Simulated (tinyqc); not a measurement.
Field from the level spacing.

Question. In a triangular well E_k = a_k (C F^2/mz1)^(1/3), a_1 = 2.338107, a_2 = 4.087949, C = hbar^2/(2 m0), F in eV/nm (1 MV/cm = 0.1 eV/nm). Find F, E_1, the mean distance 2 E_1/(3 F) of the lowest level and the sheet charge eps0 eps_r F/q behind such a field.

Values chosen for this exercise: relative permittivity eps_r = 14; mass along z of valley set A (1 valley(s)) mz1 = 0.0403 m0.

Constants: q = 1.602176634e-19 C, hbar = 1.054571817e-34 J s, m0 = 9.1093837015e-31 kg, eps0 = 8.8541878128e-14 F/cm where lengths are in cm, hbar^2/(2 m0) = 0.0380998212 eV nm^2. Results are converted to the units shown.

spacing of the two lowest levels = 458.62480 meV

Solution. The spacing over a_2 - a_1 is the energy scale (C F^2/mz1)^(1/3), which gives F. For so light a mass a level this high lies where the band is no longer parabolic.

F = 1.380 MV/cm
E_1 = 612.8 meV
mean distance = 2.960 nm
sheet charge over q = 1.068e13 cm^-2

tinyqc, about 0.2 s, one thread, Intel Xeon 2.30GHz (shared host): `OMP_NUM_THREADS=1 python tinyqc.py 2160006 2160007 out.jsonl`
